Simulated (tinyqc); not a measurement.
Bond-orbital model of a tetrahedral semiconductor (Harrison's universal couplings), step by step. Values are carried at full precision from step to step, so a last printed digit may differ when a step is redone from the rounded ones.

Hybrid level eh = (es + 3 ep)/4; metallic energy V1 = (ep - es)/4 for each atom; covalent energy V2 = 3.22 hbar^2/(m d^2); polar energy V3 = (ehc - eha)/2; hbar^2/m = 2c, c = hbar^2/2m0. Polarity ap = V3/sqrt(V2^2 + V3^2), covalency ac = V2/sqrt(V2^2 + V3^2). p-p coupling at Gamma Exx = (4/3)(2.22 - 2 x 0.63) hbar^2/(m d^2) = 1.28 hbar^2/(m d^2), s-s coupling Ess = 4 x 1.32 hbar^2/(m d^2).

Constants: hbar^2/2m0 = 3.80998211 eV angstrom^2.

Values chosen for the exercise (near tabulated values for GaAs; the model gives trends, and its gaps can be far from the real ones; not measured data): esc = -11.59 eV (s level, cation); epc = -5.73 eV (p level, cation); esa = -18.71 eV (s level, anion); epa = -9.01 eV (p level, anion); d = 2.46 angstrom (bond length); Z = 5 (valence electrons of the anion).

## The three energies

Form the hybrid levels, V1, V2 and V3.

hbar^2/(m d^2) = 1.2592 eV

hybrid levels (eV): cation -7.1950, anion -11.4350

V1 (eV): cation 1.4650, anion 2.4250

V2, V3 (eV): [4.0545, 2.1200]

## Bond and antibond

The 2 x 2 problem [[ehc, -V2], [-V2, eha]] gives (ehc + eha)/2 -/+ sqrt(V2^2 + V3^2); ap = V3/sqrt(V2^2 + V3^2), ac = V2/sqrt(V2^2 + V3^2); the bond has weight (1 + ap)/2 on the anion.

levels (eV): bond -13.8903, antibond -4.7397

ap = 0.4634
ac = 0.8862
weight on the anion = 0.7317

## Charges

With dZ = Z - 4: effective charge Z* = 4 ap - dZ (positive on the cation); transverse charge eT* = Z* + (8/3) ap ac^2.

Z* = 0.853 e
eT* = 1.824 e

Charge that flows along the bonds as they stretch adds 0.97 e to the static value.

## Metallicity and a gap from the bond picture

Neighbouring bonds couple through V1: averaged V1b = V1c (1 - ap)/2 + V1a (1 + ap)/2 for the bond band and V1x = V1c (1 + ap)/2 + V1a (1 - ap)/2 for the antibond band. The top of the bond band lies V1b above the bond level and the bottom of the antibond band 3 V1x below the antibond level, so the gap is 2 sqrt(V2^2 + V3^2) - V1b - 3 V1x; metallicity am = (V1b + 3 V1x)/(2 sqrt(V2^2 + V3^2)).

V1b, V1x (eV): [2.1674, 1.7226]

gap = 1.815 eV
am = 0.802

The gap closes where am reaches one. The model gives trends; its gap can miss the real one by a factor of two to five, most in ratio for narrow gaps and most in eV for first-row compounds.

## Band edges at Gamma

Ev is the lower root of [[epa, Exx], [Exx, epc]] and the s-like conduction level the upper root of [[esa, Ess], [Ess, esc]], with Exx = 1.28 u and Ess = 5.28 u, u = hbar^2/(m d^2).

Exx, Ess (eV): [1.6117, 6.6484]

Ev = -9.669 eV
s-like conduction level = -7.608 eV
E0 gap = 2.061 eV

Universal couplings give the trend of E0 from compound to compound, not its value; it can miss by several eV and by a factor of two or more, and spin-orbit coupling is left out.

## Checks

- Bond level from the formula against the 2 x 2 matrix: both -13.8903.

tinyqc: `OMP_NUM_THREADS=1 python tinyqc.py 1450174 1450175 out.jsonl`; about 0.01 s, one thread, shared Intel(R) Xeon(R) Processor @ 2.30GHz.
